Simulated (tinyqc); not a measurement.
Gupta-type many-body potential for a metal. Changing the hopping xi. Computed by tinyqc, a small Python program. Command: `OMP_NUM_THREADS=1 python tinyqc.py 3028770 3028771 out.jsonl gupta sweep`. One thread of a shared host (Intel(R) Xeon(R) Processor @ 2.30GHz), about 0.01 s of CPU time with the checks.

E_i = sum_j A exp(-p (r_ij/r0 - 1)) - xi rho_i^gamma, with rho_i = sum_j exp(-2 q (r_ij/r0 - 1)); gamma = 1/2 is the tight-binding second-moment form. The crystal is fcc unless stated; d is the neighbour distance and a fixed number of shells is kept.

Inputs (values chosen for the exercise, modelled on copper):
```
quantity                   value      unit
repulsion A               0.0869        eV
decay p                     10.9         -
decay q                     2.33         -
reference distance r0      2.556  angstrom
shells kept                    2         -
embedding exponent gamma     0.5         -
```

Constants: 1 eV/angstrom^3 = 160.2176634 GPa.

Method:
- fcc shells: d sqrt(k), k = 1..5, with 12, 6, 24, 12, 24 atoms; Omega = d^3/sqrt2.
- Equilibrium: dE/dd = 0; B = d^2 E''(d)/(9 Omega).
- Repulsion and density of one neighbour in each shell, and their sums.
- Each neighbour j of the vacancy loses one repulsive term and one density term: E_v = sum_shells count x {-repulsion - xi [(rho - density)^gamma - rho^gamma]}. (The removed atom returns to a bulk-like site, so its own energy cancels.)

One run for each value; columns: (1) hopping xi (eV); (2) cohesive energy E_c (eV); (3) neighbour distance d (angstrom); (4) bulk modulus B (GPa); (5) vacancy energy E_v (eV):
```
(1)       (2)     (3)     (4)     (5)
0.875  2.1779  2.6827   81.28  0.8107
1.000  2.5840  2.6425   97.98  0.9615
1.120  2.9875  2.6084  114.84  1.1113
1.250  3.4386  2.5753  133.97  1.2787
1.380  3.9032  2.5456  153.95  1.4510
1.500  4.3431  2.5205  173.10  1.6141
1.620  4.7932  2.4973  192.91  1.7809
1.750  5.2914  2.4740  215.08  1.9656
```

Over the rows, cohesive energy E_c (eV) rises from 2.18 to 5.29 (exponent d ln y / d ln x about 1.3 throughout); neighbour distance d (angstrom) falls from 2.68 to 2.47 (exponent d ln y / d ln x -0.11 between the first rows and -0.12 between the last); bulk modulus B (GPa) rises from 81.3 to 215 (exponent d ln y / d ln x about 1.4 throughout). With one shell E_c scales exactly as xi^(p/(p - 2 q gamma)), exponent 1.272: stronger attraction also shortens the bonds.
